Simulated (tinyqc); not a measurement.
Non-radiative capture by multiphonon emission, one effective mode. Inputs raised by 10 %, one at a time. Computed by tinyqc, a small Python program. Command: `OMP_NUM_THREADS=1 python tinyqc.py 3010183 3010184 out.jsonl capture sens`. One thread of a shared host (Intel(R) Xeon(R) Processor @ 2.30GHz), about 0.04 s of CPU time with the checks.

The initial state (free carrier plus empty centre) lies dE above the final state; both have the same frequency and are displaced by dQ.

Inputs (values chosen for the exercise, with mass, screening and phonons like those of InP):
```
quantity                     value                   unit
energy released dE           0.327                     eV
phonon energy hbar omega      32.4                    meV
Huang-Rhys factor S           4.53                      -
electron-phonon coupling W  0.0029  eV/(u^(1/2) angstrom)
cell volume V                 1170             angstrom^3
degeneracy g                     2                      -
broadening b                    16                    meV
carrier mass m               0.613                    m_0
dielectric constant eps       12.7                      -
temperature T                  300                      K
defect density N_t           4e+16                  cm^-3
```

Centre: repulsive.

Constants: hbar^2/u = 4.18015928e-03 eV angstrom^2; k_B = 8.617333262e-05 eV/K; hbar = 6.582119569e-16 eV s; Ry = 13.605693123 eV; k_B = 1.380649e-23 J/K; m_0 = 9.1093837015e-31 kg.

Method:
- dQ = sqrt(2 S (hbar^2/u)/hbar omega); relaxation energy lambda = S hbar omega; phonons needed P = dE/hbar omega; classical barrier E_b = (dE - lambda)^2/(4 lambda); occupation n = 1/(exp(hbar omega/k_B T) - 1).
- Huang-Rhys weight for a net emission of p phonons: L_p = exp(-S (2n + 1)) ((n + 1)/n)^(p/2) I_p(2 S sqrt(n (n + 1))), I_p the modified Bessel function.
- M_p = sum_m w_m <m_i|Q|(m + p)_f>^2 with Q counted from the final minimum and Boltzmann weights w_m for m = 0..24; <m_i|Q|k_f> = sqrt((hbar^2/u)/(2 hbar omega)) [sqrt(k) <m|k-1> + sqrt(k+1) <m|k+1>], with overlaps of oscillators displaced by d = sqrt(2 S) summed on 1500 points from -16 to 16 + d.
- The delta function is a Gaussian of standard deviation b at dE - p hbar omega.
- C_0 = V (2 pi/hbar) g W^2 sum_p M_p Gaussian_p. The sum runs over the seven p from round(P) - 3 to round(P) + 3; 1 angstrom^3 = 1e-24 cm^3.
- Sommerfeld factor of a repulsive centre: s(k) = 2 pi nu/(exp(2 pi nu) - 1), nu = sqrt(Ry*/E), Ry* = Ry m/eps^2, averaged over (2/sqrt(pi)) sqrt(x) exp(-x) dx with x = E/k_B T = t^2 (trapezoid, t to 6 in steps of 0.01).
- C = s C_0; v = sqrt(3 k_B T/m); sigma = C/v; tau = 1/(C N_t).

Runs:
```
input moved                                           from       to  cross-section sigma (cm^2)  classical barrier E_b (eV)  capture time (s)  Sommerfeld factor s
base run                                                 -        -                  2.8361e-19                    0.055328        5.9093e-06             0.010779
energy released dE (eV)                              0.327   0.3597                  1.7235e-19                    0.077226        9.7240e-06             0.010779
Huang-Rhys factor S                                   4.53    4.983                  3.8477e-19                    0.042439        4.3556e-06             0.010779
electron-phonon coupling W (eV/(u^(1/2) angstrom))  0.0029  0.00319                  3.4317e-19                    0.055328        4.8837e-06             0.010779
temperature T (K)                                      300      330                  3.5488e-19                    0.055328        4.5027e-06             0.013076
carrier mass m (m_0)                                 0.613   0.6743                  2.4325e-19                    0.055328        7.2260e-06             0.008815
dielectric constant eps                               12.7    13.97                  4.1421e-19                    0.055328        4.0461e-06             0.015742
defect density N_t (cm^-3)                           4e+16  4.4e+16                  2.8361e-19                    0.055328        5.3721e-06             0.010779
```

Exponents ln(y'/y) / ln(x'/x):
```
input                       cross-section sigma  classical barrier E_b  capture time  Sommerfeld factor s
energy released dE                       -5.226                  3.499         5.226                0.000
Huang-Rhys factor S                       3.201                 -2.782        -3.201                0.000
electron-phonon coupling W                2.000                  0.000        -2.000                0.000
temperature T                             2.352                  0.000        -2.852                2.027
carrier mass m                           -1.611                  0.000         2.111               -2.111
dielectric constant eps                   3.974                  0.000        -3.974                3.974
defect density N_t                        0.000                  0.000        -1.000                0.000
```

Which inputs matter most for each result?

Among the inputs moved here: cross-section sigma answers most in size to energy released dE (exponent -5.226), next to dielectric constant eps (+3.974); its exponent is below 0.0005 for defect density N_t. Classical barrier E_b answers most in size to energy released dE (exponent +3.499), next to Huang-Rhys factor S (-2.782); its exponent is below 0.0005 for electron-phonon coupling W, temperature T, carrier mass m, dielectric constant eps, defect density N_t. Capture time answers most in size to energy released dE (exponent +5.226), next to dielectric constant eps (-3.974). Its exponent -1.000 in defect density N_t: tau = 1/(C N_t). Sommerfeld factor s answers most in size to dielectric constant eps (exponent +3.974), next to carrier mass m (-2.111); its exponent is below 0.0005 for energy released dE, Huang-Rhys factor S, electron-phonon coupling W, defect density N_t.

Caution (rows carrier mass m): the effective Bohr radius is under 10 angstrom, so the effective-mass Sommerfeld factor is rough.

Extremes, crossings and ranges named in words are read from the listed rows.
